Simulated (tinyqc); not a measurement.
# Inputs raised by 5 %, one at a time

Model: gas flow in a process chamber: flow regimes, conductance, effective pumping speed, pump-down, outgassing and purge. Computed by tinyqc, a small Python program. Command: `OMP_NUM_THREADS=1 python tinyqc.py 3120896 3120897 out.jsonl pump sens`. One thread of a shared host (Intel(R) Xeon(R) Processor @ 2.30GHz), about 0.01 s of CPU time with the checks.

Ideal gas, isothermal flow, a pump of constant speed at the end of a round pipe; process gas, volume gas and outgassing are given the same properties. 1 sccm = 101325 Pa x 1e-6 m^3/60 s x T/273.15 K.

Inputs (values chosen for the exercise, modelled on water vapour near room temperature):

| quantity | value | unit |
|---|---|---|
| molar mass M | 18.02 | g/mol |
| molecular diameter | 0.46 | nm |
| viscosity eta | 9.9 | micropascal s |
| temperature T | 350 | K |
| chamber volume V | 210 | L |
| wall area | 3.9 | m^2 |
| pipe diameter d | 25 | cm |
| pipe length l | 400 | cm |
| pump speed S | 1500 | L/s |
| process gas flow | 43 | sccm |
| outgassing rate after 1 h | 7.9e-07 | Pa m^3/(s m^2) |
| outgassing exponent n | 1.2 | - |
| target base pressure | 0.0007 | Pa |

Constants: k_B = 1.380649e-23 J/K; u = 1.6605390666e-27 kg.

Method:
- Mean speed c = sqrt(8 k_B T/(pi m)); aperture conductance C_a = c pi d^2/16; molecular pipe C_m = C_a/(1 + 3 l/(4 d)) (Dushman form); viscous pipe C_v = pi d^4 p_mean/(128 eta l); Knudsen interpolation C = C_v + C_m (1 + x)/(1 + 1.24 x), x = d p_mean sqrt(m/(k_B T))/eta.
- Effective speed 1/S_eff = 1/S + 1/C_m; time constant V/S_eff; pressure at which the free path k_B T/(sqrt2 pi d_m^2 p) equals d.
- Steady flow: the pump inlet is at p_2 = Q/S, and the chamber pressure p_1 solves Q = C((p_1 + p_2)/2) (p_1 - p_2). Residence time = p_1 V/Q.
- Knudsen number = free path at the mean pressure over d.
- From the outgassing limit: t = 1 h x (q_1 A/(S_eff p_target))^(1/n) - 10 s; monolayer time at the target = 1e19 m^-2 x 4 k_B T/(p c) for unit sticking.

Runs:

| input moved | from | to | S_eff in molecular flow (L/s) | residence time (s) | time to the target (h) | conductance C (L/s) |
|---|---|---|---|---|---|---|
| base run | - | - | 431.30 | 0.40520 | 0.019134 | 791.86 |
| molar mass M (g/mol) | 18.02 | 18.921 | 423.84 | 0.40874 | 0.019455 | 781.43 |
| chamber volume V (L) | 210 | 220.5 | 431.30 | 0.42546 | 0.019134 | 791.86 |
| pipe diameter d (cm) | 25 | 26.25 | 476.38 | 0.37096 | 0.017392 | 909.26 |
| pipe length l (cm) | 400 | 420 | 417.57 | 0.41589 | 0.019733 | 761.18 |
| pump speed S (L/s) | 1500 | 1575 | 437.28 | 0.40051 | 0.018884 | 785.99 |
| outgassing rate after 1 h (Pa m^3/(s m^2)) | 7.9e-07 | 8.295e-07 | 431.30 | 0.40520 | 0.020043 | 791.86 |
| outgassing exponent n | 1.2 | 1.26 | 431.30 | 0.40520 | 0.023507 | 791.86 |

Exponents ln(y'/y) / ln(x'/x):

| input | S_eff in molecular flow | residence time | time to the target | conductance C |
|---|---|---|---|---|
| molar mass M | -0.357 | 0.178 | 0.341 | -0.272 |
| chamber volume V | 0.000 | 1.000 | 0.000 | 0.000 |
| pipe diameter d | 2.038 | -1.810 | -1.957 | 2.833 |
| pipe length l | -0.663 | 0.534 | 0.632 | -0.810 |
| pump speed S | 0.283 | -0.238 | -0.270 | -0.153 |
| outgassing rate after 1 h | 0.000 | 0.000 | 0.952 | 0.000 |
| outgassing exponent n | 0.000 | 0.000 | 4.218 | 0.000 |

Among the inputs moved here: S_eff in molecular flow answers most in size to pipe diameter d (exponent +2.038), next to pipe length l (-0.663); its exponent is below 0.0005 for chamber volume V, outgassing rate after 1 h, outgassing exponent n. Residence time answers most in size to pipe diameter d (exponent -1.810), next to chamber volume V (+1.000); its exponent is below 0.0005 for outgassing rate after 1 h, outgassing exponent n. Time to the target answers most in size to outgassing exponent n (exponent +4.218), next to pipe diameter d (-1.957); its exponent is below 0.0005 for chamber volume V. conductance C answers most in size to pipe diameter d (exponent +2.833), next to pipe length l (-0.810); its exponent is below 0.0005 for chamber volume V, outgassing rate after 1 h, outgassing exponent n.
